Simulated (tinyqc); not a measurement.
The window of frequencies: the 3-omega method: a line heater on a substrate with a thin film. Computed by tinyqc, a small Python program. Command: `OMP_NUM_THREADS=1 python tinyqc.py 3002371 3002372 out.jsonl threeomega walk`. One thread of a shared host (Intel(R) Xeon(R) Processor @ 2.30GHz), about 0.01 s of CPU time with the checks.

A current at angular frequency omega = 2 pi f heats the line at 2 omega with the amplitude P per length; the temperature swing Delta T at 2 omega gives a voltage at 3 omega. The substrate is taken as semi-infinite and isotropic, and the heat capacity of heater and film is left out.

Inputs (values chosen for the exercise, modelled on silicon nitride on gallium nitride):
```
quantity,value,unit
substrate conductivity kappa,185,W/(m K)
substrate heat capacity C,3.01,1e6 J/(m^3 K)
heater half-width b,3.6,micrometre
power amplitude per length P,15,W/m
current frequency f,1200,Hz
substrate thickness d_s,300,micrometre
```

Method:
- D = kappa/C; q = sqrt(2 i omega/D); penetration depth 1/|q| = sqrt(D/(2 omega)).
- Delta T_s = (P/(pi kappa)) int_0^infinity (sin x/x)^2 / sqrt(x^2 + (q b)^2) dx with (q b)^2 = i |q b|^2, averaged over the heater width (12 Gauss-Legendre points on each of the pieces 0, 14 log-spaced edges from 1e-5 to 1, and multiples of pi to 40 pi; the tail adds 1/(4 (40 pi)^2)).
- For |q| b much below 1: Delta T_s = (P/(pi kappa)) [-ln(|q| b) + eta - i pi/4], eta = 3/2 - C_E = 0.92278, with Euler's C_E = 0.5772157.
- The slope value uses each f and 2f: kappa = P ln 2/(2 pi [Delta T(f) - Delta T(2f)]).

diffusivity D = 61.4618 mm^2/s

Bare substrate:
```
f (Hz),penetration depth (micrometre),|q| b,in-phase (K),out-of-phase (K),narrow-line form (K),kappa from the slope (W/(m K))
3.8,1134.5,0.0031732,0.17230,-0.020270,0.17230,185.00
38,358.76,0.010035,0.14258,-0.020268,0.14258,185.01
380,113.45,0.031732,0.11287,-0.020251,0.11287,185.07
1900,50.737,0.070955,0.092116,-0.020191,0.092099,185.35
7500,25.537,0.14097,0.074447,-0.020017,0.074381,186.37
38000,11.345,0.31732,0.053770,-0.019334,0.053441,191.73
150000,5.7102,0.63045,0.036945,-0.017711,0.035722,210.19
750000,2.5537,1.4097,0.019924,-0.013519,0.014953,298.12
3.80e+06,1.1345,3.1732,0.0090403,-0.0077529,-0.0059865,623.85
2.30e+07,0.46114,7.8067,0.0036720,-0.0034603,-0.029221,1538.6
```

What follows from these numbers?

The slope gives kappa within 1 % up to |q| b = 0.14 (f = 7500 Hz) among these rows. The penetration depth stays under d_s/5 = 60 micrometre from f = 1900 Hz up, so a usable window lies between the two. At high f the flow turns one-dimensional: in-phase and out-of-phase parts become equal in size (ratio 0.94 in the last row) and fall as f^(-1/2) (exponent -0.50). Caution: the penetration depth exceeds a fifth of the substrate thickness, so the back face is felt and the semi-infinite formula fails.
